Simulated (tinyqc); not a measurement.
Ideality, saturation current and resistance from three points.

Problem. Well above the saturation current a diode obeys V = n Vt ln(I/I0) + I Rs. Find n, Rs and I0.

Inputs (values chosen for the exercise):
- T = 300 K (temperature)

Constants: q = 1.602176634e-19 C, kB = 1.380649e-23 J/K, Vt = kB T/q. Results are converted to the units shown.

currents (A): 6e-6  0.0005  0.02
voltages (V): 0.41684081  0.55997264  0.68736878

Solution. V is linear in the three unknowns n Vt, Rs and -n Vt ln I0, so three points give a linear system.

n = 1.250
Rs = 0.4200 ohm
I0 = 1.500e-11 A

Program tinyqc, `OMP_NUM_THREADS=1 python tinyqc.py 2260119 2260120 out.jsonl`; Intel Xeon 2.30GHz, shared host, one thread, about 0.01 s.
